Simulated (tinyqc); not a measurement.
Strain and the order of the valence edges: six-band k.p model of the valence band of a wurtzite crystal.

At k = 0: E1 = D1c + D2c + Te + Le (pure HH); E2, E3 = Le + u +/- sqrt(u^2 + 2 D3c^2), u = (D1c - D2c + Te)/2, D1c = Dcr, D2c = D3c = Dso/3. The weight of LH in state 2 is fL = (E2 - Le)^2/((E2 - Le)^2 + 2 D3c^2). Relative strengths of transitions to the conduction band: for E perpendicular to c (TE) 1/2, fL/2, (1 - fL)/2; for E along c (TM) 0, 1 - fL, fL, with one momentum element for both directions.

Strain of a c-plane layer: exx = eyy = e_par, ezz = -2 (C13/C33) e_par; Le = D1 ezz + D2 (exx + eyy), Te = D3 ezz + D4 (exx + eyy).

Conduction edge: Ec = (top of the unstrained valence band) + Eg + (a1 + D1) ezz + (a2 + D2)(exx + eyy).
Constants: kB = 8.617333262e-05 eV/K.

Inputs chosen for the exercise (near those of AlN; not measured data): Dcr = -0.1742 eV (crystal-field splitting); Dso = 0.0191 eV (spin-orbit splitting); Eg = 6.2 eV (direct gap at Gamma from the top of the unstrained valence band); a1 = -3.41 eV (gap potential along c); a2 = -12.1 eV (gap potential in the plane); D1 = -16.35 eV; D2 = 7.97 eV; D3 = 8.66 eV; D4 = -4.09 eV; C13 = 113 GPa; C33 = 359 GPa; T = 400 K (temperature).

Edges from the unstrained top. Degree of polarisation (TE - TM)/(TE + TM), each state weighted by exp(E/kT) alone (equal densities of states).

Results:
```
e_par (%)  E1 (meV)  E2 (meV)  E3 (meV)     fL  lowest transition (eV)  polarisation
-0.80        -269.1    -209.2    -282.9  0.015                  6.3758        -0.731
-0.60        -243.9    -157.0    -257.4  0.008                  6.3320        -0.866
-0.40        -218.7    -104.7    -232.1  0.005                  6.2880        -0.935
-0.20        -193.5     -52.4    -206.7  0.003                  6.2440        -0.969
0.00         -168.3       0.0    -181.5  0.002                  6.2000        -0.985
0.20         -143.1      52.4    -156.2  0.002                  6.1560        -0.992
0.40         -117.9     104.8    -131.0  0.001                  6.1119        -0.996
0.60          -92.7     157.3    -105.7  0.001                  6.0678        -0.998
0.80          -67.5     209.7     -80.5  0.001                  6.0237        -0.998
```

E1 = E2 requires Dcr + Te = 0, which here falls at e_par = -1.28 %, outside the sweep, so state 2 stays on top. The polarisation goes from -0.73 to -1.00; the lowest transition moves by -220 meV per 1 % on average.

Computed by tinyqc, a small Python program: `OMP_NUM_THREADS=1 python tinyqc.py 1050921 1050922 out.jsonl` (the numbers bound the seed that draws the inputs); one thread of a shared host (Intel(R) Xeon(R) Processor @ 2.30GHz), about 0.01 s for the whole set of steps.
